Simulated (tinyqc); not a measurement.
Wafer and channel orientation: ellipsoidal valleys in the axes of a wafer and a channel.

Valleys with axes a along x, y and z, two valleys each; inverse mass tensor w = 1/mt + (1/ml - 1/mt) a a. Device axes: z = nz/|nz|, x = nx/|nx|, y = z cross x; in them a = (ax, ay, az). Confinement mass mz = 1/w_zz. In the plane w_ij is replaced by u_ij = w_ij - w_iz w_jz/w_zz (i, j = x, y); density-of-states mass md = 1/sqrt(det u); conductivity mass along x mc = 1/u_xx; ballistic transport mass mx = u_yy/det u, width mass my = 1/u_yy.

Hard walls: E_n = c (n pi/t)^2/mz, c = hbar^2/2m0, n = 1, 2, 3. Non-degenerate share of a valley proportional to md sum_n exp(-E_n/kT); mean 1/mc = sum of share/mc. 1 nm = 10 angstrom.

Constants: hbar^2/2m0 = 3.80998211 eV angstrom^2; kB = 8.617333262e-05 eV/K.

Parameters, chosen for this exercise (near those of the Delta valleys of Si; shifted at random, so the results belong to these values and not to a real crystal):
- ml = 0.922 m0 (longitudinal mass)
- mt = 0.197 m0 (transverse mass)
- t = 6.7 nm (thickness of the film)
- T = 400 K (temperature)

For each face/channel: the lowest ladder (mz, number of valleys, md, E1, share) and the mean conductivity mass over all valleys.

Cases:
```
face/channel
(111)/[1-10]
(110)/[001]
(110)/[1-11]
(113)/[1-10]
(112)/[11-1]
(210)/[001]
(001)/[110]
```

Rank the cases by mean mc, lowest first.

Answer: (001)/[110], (210)/[001], (110)/[001], (113)/[1-10], (111)/[1-10], (110)/[1-11], (112)/[11-1].

Results:
```
face/channel     mz  valleys     md  E1 (meV)  share  mean mc
(111)/[1-10]  0.267        6  0.366      31.4  1.000   0.3055
(110)/[001]   0.325        4  0.332      25.8  0.732   0.2495
(110)/[1-11]  0.325        4  0.332      25.8  0.732   0.3211
(113)/[1-10]  0.552        2  0.255      15.2  0.441   0.2581
(112)/[11-1]  0.414        2  0.294      20.2  0.406   0.3298
(210)/[001]   0.531        2  0.260      15.8  0.436   0.2486
(001)/[110]   0.922        2  0.197       9.1  0.484   0.2472
```

The mean conductivity mass is lowest, 0.2472, for (001)/[110] and highest, 0.3298, for (112)/[11-1]; the bulk value is 0.2670. The confinement energy is lowest on the face with the heaviest mz ((001), 9 meV). The density of states of the lowest ladder, valleys times md, runs between 0.394 and 2.197; a small value limits the charge through the quantum capacitance.

Run: tinyqc, `OMP_NUM_THREADS=1 python tinyqc.py 1880310 1880311 out.jsonl`; Intel(R) Xeon(R) Processor @ 2.30GHz, one thread, shared host; about 0.01 s of CPU time with all checks.
